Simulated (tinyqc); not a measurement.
# Floating body of a partially depleted SOI transistor: body voltage and kink: transfer curve and swing

Source at 0 V. Channel current Ic = 2 nf K Vt^2 [F(0) - F(Vd)](1 + la Vd), F(V) = ln^2(1 + exp((Vg - VT - nf V)/(2 nf Vt))), VT = VT0 - gb Vb. Saturation voltage Vs = 2 Vt sqrt(F(0)) + 3 Vt, excess Ve = (Vd - Vs + sqrt((Vd - Vs)^2 + 0.0004 V^2))/2, multiplication M1 = Ai Ve exp(-Bl/Ve). Each junction passes D(v) = J1 (exp(v/Vt) - 1) + J2 (exp(v/(2 Vt)) - 1). Bipolar current Ib = bb J1 (exp(Vb/Vt) - 1). The body settles where M1 (Ic + Ib) = D(Vb) + D(Vb - Vd) + Vb/Rb; drain current Id = (1 + M1)(Ic + Ib) - D(Vb - Vd).

Rows with more than one solution for Vb (latch) are left out; dId/dVd by a forward difference over 1e-4 V, swing = 1e-4 V over the change of log10 Id; M1 under 1e-12 is printed as 0.

Parameters, values chosen for the exercise; values of the order met in partially depleted silicon-on-insulator transistors: temperature T = 330 K; threshold at zero body voltage VT0 = 0.52 V; fall of the threshold per volt of body voltage gb = 0.18; slope factor nf = 1.44; gain factor per width K = 230 uA/(V^2 um); channel-length modulation factor la = 0.07 1/V; impact-ionisation prefactor Ai = 2.43 1/V; impact-ionisation voltage Bl = 6 V; diffusion saturation current of each junction J1 = 5.2e-11 uA/um; recombination saturation current of each junction J2 = 1.1e-8 uA/um; gain of the lateral bipolar transistor on the diffusion current bb = 3; resistance of a weak body tie to the source (1e9 stands for no tie, and the term is then dropped) Rb = 1e9 kohm um; drain voltage Vd = 1.3 V.

Constants: q = 1.602176634e-19 C, kB = 1.380649e-23 J/K, Vt = kB T/q. Results are converted to the units shown.

Results:
columns A: Vg (V); B: Vb (V); C: M1; D: Id, floating (uA/um); E: Id, grounded (uA/um); F: ratio; G: swing, floating (mV/decade); H: swing, grounded (mV/decade)
```
A          B         C         D         E      F      G      H
0.07  0.2127   0.02110  2.578e-5  1.005e-5  2.567  74.56  94.59
0.27  0.4216   0.02048  0.008014  0.001271  6.305  87.19  96.50
0.37  0.4919   0.01895   0.09422   0.01316  7.159  102.7  101.5
0.47  0.5423   0.01569    0.6546    0.1120  5.843  142.2  116.4
0.57  0.5715   0.01146     2.473    0.6473  3.821  214.5  152.3
0.67  0.5854  0.007636     6.022     2.318  2.598  312.3  217.5
0.77  0.5899  0.004736     11.33     5.655  2.004  423.4  307.4
0.87  0.5880  0.002737     18.33     10.79  1.698  539.6  411.7
```

Estimate the missing row, Vg = 0.17 V.

Computed row:
columns A: Vg (V); B: Vb (V); C: M1; D: Id, floating (uA/um); E: Id, grounded (uA/um); F: ratio; G: swing, floating (mV/decade); H: swing, grounded (mV/decade)
```
A          B        C         D         E      F      G      H
0.17  0.3340  0.02097  5.087e-4  1.142e-4  4.453  80.38  94.96
```

With this row back in the table: Vb goes from 0.213 through a maximum of 0.590 (at Vg = 0.77 V among the rows listed) to 0.588 V. The smallest swing among the rows is 74.6 mV a decade with a floating body (at Vg = 0.07 V) and 94.6 with a grounded one; Vt ln 10 = 65.5. The floating swing is smaller by more than 3 % for Vg = 0.07, 0.17, 0.27 V, where the rising Vb lowers the threshold as Vg rises. In the first row the floating body raises the current by a factor of 2.57.

Range of the model: The multiplication law is an empirical form chosen for the exercise; self-heating and capacitive coupling to the body are left out, and the linear laws are rough once Vb passes about 0.7 V or M1 about 0.1.

Computed by the program tinyqc: `OMP_NUM_THREADS=1 python tinyqc.py 2182231 2182232 out.jsonl`, one thread of a shared Intel Xeon 2.30GHz, about 0.2 s for the whole run.
